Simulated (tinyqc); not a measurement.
# Worked calculation: voltage acceleration of oxide breakdown, four models on the same data

Program tinyqc, `OMP_NUM_THREADS=1 python tinyqc.py 2070109 2070110 out.jsonl`; Intel Xeon 2.30GHz, shared host, one thread, about 0.01 s. Printed values are rounded.

Field E = V/tox in MV/cm. Models: ln(t63/1 s) = a - c X with X = E (E model), -1/E (1/E model), ln V (power law, c the exponent n) or sqrt(E).

Inputs (values chosen for the exercise): oxide thickness tox = 8 nm; use voltage Vu = 3.4 V; stress temperature Ts = 373 K; use temperature Tu = 378 K; activation energy Ea = 0.99 eV; factor for area and percentile ks = 2.3e-5.

Constants: q = 1.602176634e-19 C, kB = 1.380649e-23 J/K. Results are converted to the units shown.

Range of the model: All four laws are empirical fits; none is established far below the stress range.

## Fitting the models

V, stress 0 to 2 (V): [5.78, 6.73, 8.01]
t63, stress 0 to 2 (s): [1.902e6, 4900, 1.592]

The three stress times were made with the E model, c = 5.02, and are treated as data. For each model fit ln t63 on X by least squares over the three points.

c, model E to sqrt E: [5.020059, 362.8770, 42.96434, 29.42063]
a, model E to sqrt E: [50.72831, -35.39422, 90.03581, 93.64266]
largest misfit in ln t63 (0: below 0.002), model E to sqrt E: [0.0000000, 0.7557514, 0.3759191, 0.1868290]

The worst misfit of any model is 0.76 in ln t63, a factor of 2.13 in time, comparable to the scatter of t63 from small samples, so such data hardly tell the models apart.

## Projection to use conditions

Project to Vu, multiply by exp[(Ea q/kB)(1/Tu - 1/Ts)] and by ks; ten years are 3.15576e8 s. The largest voltage for ten years solves the same relation for V.

temperature factor = 0.6653713
lifetime, model E to sqrt E (years): [2.824421, 2.485808e9, 8976.417, 103.1034]
largest voltage for ten years, model E to sqrt E (V): [3.198523, 4.395076, 3.983022, 3.666611]

The lifetimes span 8.94 decades, from the E model (most cautious) to the 1/E model; the allowed voltage spans 3.20 to 4.40 V. 3 of the four models pass ten years at Vu. Lifetimes beyond a thousand years are formal extrapolations.
